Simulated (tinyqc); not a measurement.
X-ray reflectivity of a thin film on silicon: critical angles, Parratt recursion, fringes and roughness: one step, computed by the program tinyqc.

n = 1 - delta + i beta; the classical electron radius is r_e = 2.8179403e-6 nm. Layer 0 is vacuum, 1 the film, 2 the substrate.

Task: Fringe period, contrast and decay. Far above the critical angle the period is d theta = lambda/(2 d), or 2 pi/d in q; the envelope runs between (|r_01| - |r_12 p|)^2 and (|r_01| + |r_12 p|)^2; contrast = 2 a b/(a^2 + b^2) with a = |r_01|, b = |r_12 p|; roughness factors on the amplitudes are about exp(-q^2 sigma^2/2).

Inputs (values chosen for the exercise, modelled on TiN on silicon, copper K-alpha radiation):

| quantity | value | unit |
|---|---|---|
| wavelength lambda | 0.15406 | nm |
| film thickness d | 38.5 | nm |
| roughness of the surface sigma_1 | 0.23 | nm |
| roughness of the interface sigma_2 | 0.34 | nm |

1000 r_01 = 3.041998-0.227597i

1000 r_12 = -1.034679+0.132789i

p = 0.9169103+0.0891349i

q = 4 pi sin(theta)/lambda = 3.458386 1/nm

Give: period in theta; period in q; contrast; roughness factor, surface; roughness factor, interface.

Result:

period in theta = 0.1146 degrees

period in q = 0.1632 1/nm

contrast = 0.5732

roughness factor, surface = 0.7288

roughness factor, interface = 0.5009
